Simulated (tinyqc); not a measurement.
Counting rate against photon rate.

True rate n = nph PDP (dark counts neglected); measured n/(1 + n td) for a non-paralysable detector, n exp(-n td) for a paralysable one.

Values chosen for this exercise:
- td = 50 ns (dead time)

PDP = 0.231

Result of one run:

| nph (1/s) | n td | non-paralysable (1/s) | paralysable (1/s) |
|---|---|---|---|
| 2.4e7 | 0.2772 | 4.341e6 | 4.202e6 |

What becomes of these results when the photon rate nph is changed from 2.4e7 to 6.9e8 1/s, all else the same?

Result of the changed run:

| nph (1/s) | n td | non-paralysable (1/s) | paralysable (1/s) |
|---|---|---|---|
| 6.9e8 | 7.970 | 1.777e7 | 5.513e4 |

The whole series:

| nph (1/s) | n td | non-paralysable (1/s) | paralysable (1/s) |
|---|---|---|---|
| 8.7e5 | 0.01005 | 1.990e5 | 1.990e5 |
| 2e6 | 0.02310 | 4.516e5 | 4.515e5 |
| 4.6e6 | 0.05313 | 1.009e6 | 1.008e6 |
| 1.1e7 | 0.1270 | 2.255e6 | 2.238e6 |
| 2.4e7 | 0.2772 | 4.341e6 | 4.202e6 |
| 5.6e7 | 0.6468 | 7.855e6 | 6.775e6 |
| 1.3e8 | 1.502 | 1.200e7 | 6.691e6 |
| 3e8 | 3.465 | 1.552e7 | 2.167e6 |
| 6.9e8 | 7.970 | 1.777e7 | 5.513e4 |

The non-paralysable rate climbs towards 1/td = 2.00e7 1/s and reaches 0.889 of it. The paralysable rate goes from 1.99e5 through a maximum of 6.77e6 (at nph = 5.6e7 1/s among the rows listed) to 55100 1/s; its true maximum, 1/(e td) = 7.36e6 1/s, lies at n td = 1, so a measured rate below that has two possible causes.

tinyqc, about 0.01 s, one thread, Intel Xeon 2.30GHz (shared host): `OMP_NUM_THREADS=1 python tinyqc.py 2630026 2630027 out.jsonl`
